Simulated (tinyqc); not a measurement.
# Worked calculation: read current of a NAND string, cells in series solved by shooting

tinyqc, about 0.7 s, one thread, Intel Xeon 2.30GHz (shared host): `OMP_NUM_THREADS=1 python tinyqc.py 2142239 2142240 out.jsonl` Printed values are rounded.

Cells in series, numbered from 0 at the source line (0 V) to the bit line, each followed by a gap resistance Rg. A cell with gate Vg, threshold VT, source Vs and drain Vd passes I = 2 nf K Vt^2 [F(Vs) - F(Vd)]/(1 + th max(Vg - VT, 0)), F(V) = ln^2(1 + exp((Vg - VT - nf V)/(2 nf Vt))). The selected cell has Vg = Vr, the others Vg = Vp.

Parameters, values chosen for the exercise; values of the order met in vertical NAND strings:
- T = 358 K (temperature)
- K = 5 uA/V^2 (gain factor of a cell)
- nf = 1.4 (slope factor)
- th = 0.11 1/V (mobility reduction factor)
- Rg = 1.9 kohm (resistance of the gap between cells)
- Vbl = 0.7 V (bit-line voltage)
- Vp = 7.5 V (pass voltage)
- Vr = 2.7 V (read voltage on the selected word line)

Constants: q = 1.602176634e-19 C, kB = 1.380649e-23 J/K, Vt = kB T/q. Results are converted to the units shown.

## Step 1: node voltages for a trial current

first trial current = 1.3 uA
thresholds from the source end, cell 0 to 3 (V): -2.2  -2.2  0.9  3.4

For a trial current I start at 0 V and, cell by cell (the selected one is cell 2), solve for the drain: sqrt(F(Vd)) = sqrt(F(Vs) - I/k), k = 2 nf K Vt^2/(1 + th max(Vg - VT, 0)), Vd = [Vg - VT - 2 nf Vt ln(exp(sqrt F) - 1)]/nf, then add I Rg.

node voltage after each cell and gap, trial 1, cell 0 to 3 (V): 0.0580974  0.116669  0.328135  0.436381

## Step 2: node voltages for a trial current

second trial current = 1.7 uA

As before.

node voltage after each cell and gap, trial 2, cell 0 to 3 (V): 0.0760644  0.152946  0.451521  0.601349

## Course of the secant iteration

Secant steps on the end voltage less Vbl, from the two trials; a trial above the saturation current of a cell has no solution and is moved halfway to the previous trial. Stop below 1e-9 V.

Course of the iteration:
```
iteration   I (uA)  end voltage - Vbl (V)  halvings
1          1.93920                 0.0120         0
2          1.91334               -5.45e-4         0
3          1.91447               -3.03e-6         0
4          1.91448               7.65e-10         0
```

Converged in 4 iterations to I = 1.9145 uA. The selected cell takes 49.9 % of the bit-line voltage and the gaps together 2.08 %.
